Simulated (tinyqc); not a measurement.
From results back to parameters: dielectric confinement in a thin film (image charges). Three cases, with inputs chosen for the exercise.

Problem. The self-energy at the centre was computed from a hidden eh.

A film |z| < t/2 of dielectric constant eps between half-spaces of dielectric constant e2; lam = (eps - e2)/(eps + e2), q = e^2/(4 pi eps0). The self-energy of a band edge is taken with the high-frequency value, e2 = eh, and the field of a fixed ion with the static one, e2 = eo. A charge at z has images lam^|n| at n t + (-1)^n z. Its self-energy is S(z) = (q/2 eps) sum over n >= 1 of lam^n [1/(n t - 2z) + 1/(n t + 2z)] for odd n and 2 lam^n/(n t) for even n; at the centre S(0) = -(q/(eps t)) ln(1 - lam).

Constants: e^2/(4 pi eps0) = 14.39964547 eV angstrom.

Find: lam; eh.

Method. lam = 1 - exp(-S(0) eps t/q), and eh = eps (1 - lam)/(1 + lam).

Case 1.

Values chosen: t = 50 angstrom (film thickness); eps = 16.2 (dielectric constant of the film).
S(0) = 26.9349 meV

Solution.

lam = 0.7802
eh = 2.0

Case 2.

Values chosen: t = 22 angstrom (film thickness); eps = 13.5 (dielectric constant of the film).
S(0) = 36.1365 meV

Solution.

lam = 0.5254
eh = 4.2

Case 3.

Values chosen: t = 46 angstrom (film thickness); eps = 13.6 (dielectric constant of the film).
S(0) = 30.3501 meV

Solution.

lam = 0.7325
eh = 2.1

Computed by tinyqc, one run a case: `OMP_NUM_THREADS=1 python tinyqc.py N N+1 out.jsonl` with N = 1281620, 1281806, 1281860; one thread of a shared Intel(R) Xeon(R) Processor @ 2.30GHz, about 0.08 s a run at most.
